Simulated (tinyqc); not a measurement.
Worked calculation: spin coating of a resist or spin-on film: centrifugal thinning, evaporation and the final thickness (Emslie and Meyerhofer models). Computed by tinyqc, a small Python program that keeps every step. Command: `OMP_NUM_THREADS=1 python tinyqc.py 3111584 3111585 out.jsonl spincoat walk`. One thread of a shared host (Intel(R) Xeon(R) Processor @ 2.30GHz), about 0.1 s of CPU time with the checks. Intermediate numbers are printed to about 6 digits and carried at full precision; extremes and crossings named in words are read from the listed rows.

A Newtonian film stays uniform over the wafer; solvent and solids have the same density and the concentration is uniform through the thickness.

Inputs (values chosen for the exercise, of the order of those of a polymer resist in an ester solvent):
```
quantity                                 value          unit
solids volume fraction c0                0.093             -
kinematic viscosity of the solvent nu_s   0.93        mm^2/s
viscosity constant k                      3500        mm^2/s
viscosity exponent gamma                   2.9             -
spin speed f                               800           rpm
evaporation rate at 1000 rpm e0          0.052  micrometre/s
starting thickness h0                      300    micrometre
time t                                    0.98             s
wafer radius R                              50            mm
shrinkage in the bake                       13             %
```

## Rates

omega = 2 pi f/60; nu(c) = nu_s + k c^gamma; evaporation rate e = e0 sqrt(f/1000 rpm). Flow constant K = 2 omega^2/(3 nu(c0)); Reynolds number of the air omega R^2/nu_air with nu_air = 15 mm^2/s.

omega = 83.7758 1/s

nu(c0) = 4.50000 mm^2/s

evaporation rate e = 0.0465102 micrometre/s

flow constant K = 0.00103976 1/(micrometre^2 s)

Reynolds number of the air = 13962.6

## Thinning without evaporation

dh/dt = -K h^3 gives h = h0/sqrt(1 + 2 K h0^2 t); for long times h = 1/sqrt(2 K t).

h(t) without evaporation = 22.0915 micrometre

long-time form = 22.1516 micrometre

time 1/(2 K h0^2) = 0.00534311 s

The long-time form is within 0.27 %: the starting thickness is forgotten.

## The two-stage estimate

Meyerhofer estimate: flow rules until (1 - c0) K h^3 = e, then evaporation alone: h_w = (e/((1 - c0) K))^(1/3), dry film c0 h_w.

wet thickness h_w = 3.66721 micrometre

dry film, estimate = 341.051 nm

drying time (1 - c0) h_w/e = 71.5146 s

## First explicit step of the full model

Solids s and liquid l per area start at s = c0 h0, l = (1 - c0) h0. With h = h0 and c = c0: Q = K h^3, K = 2 omega^2/(3 nu); one Euler step of length dt = 0.01 h0/Q for s and l, ds/dt = -c Q, dl/dt = -(1 - c) Q - e.

Q = 28073.5 micrometre/s

dt = 1.06862e-04 s

s = 27.621 micrometre

l = 269.379 micrometre

Q/e at the start = 603599

## The full model

Full model for solids s and liquid l per area, h = s + l, c = s/h: ds/dt = -c Q, dl/dt = -(1 - c) Q - e, Q = 2 omega^2 h^3/(3 nu(c)); integrated adaptively (relative tolerance 1e-9) until l = 0. Dry film = s at l = 0, before the bake; film after the bake = s x (1 - shrinkage).

time to dry = 95.9494 s

dry film = 403.630 nm

film after the bake = 351.158 nm

## Course in time

Times are fractions of the time to dry.

History:
```
fraction    t (s)  h (micrometre)         c  nu (mm^2/s)          Q/e   s (nm)
0.003      0.2878         40.4976  0.093021        4.502  1.48405e+03  3767.12
0.010      0.9595         22.3208  0.093125        4.514  2.47842e+02  2078.62
0.030      2.8785         12.9005  0.093646        4.572  4.72351e+01  1208.08
0.100      9.5949          7.0313  0.097008        4.965  7.04394e+00   682.09
0.200     19.1899          4.8958  0.104870        5.988  1.97151e+00   513.42
0.350     33.5823          3.5274  0.123486        9.054  4.87694e-01   435.59
0.500     47.9747          2.6804  0.153629       16.235  1.19326e-01   411.79
0.700     67.1646          1.7451  0.231709       51.327  1.04156e-02   404.35
0.900     86.3545          0.8499  0.474920      404.824  1.52564e-04   403.64
```

Q/e drops below 1 between t = 19 and 34 s, when c has risen from 0.093 to about 0.123; after that row the solids fall by a further 7 %. The full model gives 1.18 times the two-stage estimate.

## Spin curve

The formulas are those given above.

Dry film against speed:
```
f (rpm)  full model (nm)  estimate (nm)  time to dry (s)
500              510.555        431.399          153.514
1000             361.017        305.045           76.760
1500             294.770        249.068           51.174
2000             255.278        215.699           38.381
3000             208.434        176.118           25.588
4000             180.509        152.523           19.191
6000             147.385        124.534           12.794
```

The full thickness goes as f^-0.500; the estimate as (e/omega^2)^(1/3) = f^(-1/2). The time to dry goes as f^-1.00. A thickness window of 1 % allows a speed error of about 2 %.

Checks made by the program: constant-viscosity run against c0 h0 exp(-int K h^2 dt) (relative difference 1e-05).
